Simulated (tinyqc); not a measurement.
Read current of a NAND string, cells in series solved by shooting: one step of the calculation.

Cells in series, numbered from 0 at the source line (0 V) to the bit line, each followed by a gap resistance Rg. A cell with gate Vg, threshold VT, source Vs and drain Vd passes I = 2 nf K Vt^2 [F(Vs) - F(Vd)]/(1 + th max(Vg - VT, 0)), F(V) = ln^2(1 + exp((Vg - VT - nf V)/(2 nf Vt))). The selected cell has Vg = Vr, the others Vg = Vp.

Problem. Node voltages for a trial current. For a trial current I start at 0 V and, cell by cell (the selected one is cell 3), solve for the drain: sqrt(F(Vd)) = sqrt(F(Vs) - I/k), k = 2 nf K Vt^2/(1 + th max(Vg - VT, 0)), Vd = [Vg - VT - 2 nf Vt ln(exp(sqrt F) - 1)]/nf, then add I Rg.

Inputs (values chosen for the exercise); values of the order met in vertical NAND strings: temperature T = 358 K; gain factor of a cell K = 12 uA/V^2; slope factor nf = 1.6; mobility reduction factor th = 0.15 1/V; resistance of the gap between cells Rg = 23 kohm; bit-line voltage Vbl = 0.3 V; pass voltage Vp = 5.6 V; read voltage on the selected word line Vr = 3.02 V.

Constants: q = 1.602176634e-19 C, kB = 1.380649e-23 J/K, Vt = kB T/q. Results are converted to the units shown.

first trial current = 0.29 uA
thresholds from the source end, cell 0 to 5 (V): [3.9, 3.9, 3.9, 2.1, 3.9, -1.2]

Wanted: node voltage after each cell and gap, trial 1.

Solution.

node voltage after each cell and gap, trial 1, cell 0 to 5 (V): [0.024663, 0.049761, 0.075325, 0.11768, 0.14463, 0.15874]

Program tinyqc, `OMP_NUM_THREADS=1 python tinyqc.py 2142042 2142043 out.jsonl`; Intel Xeon 2.30GHz, shared host, one thread, about 0.3 s.
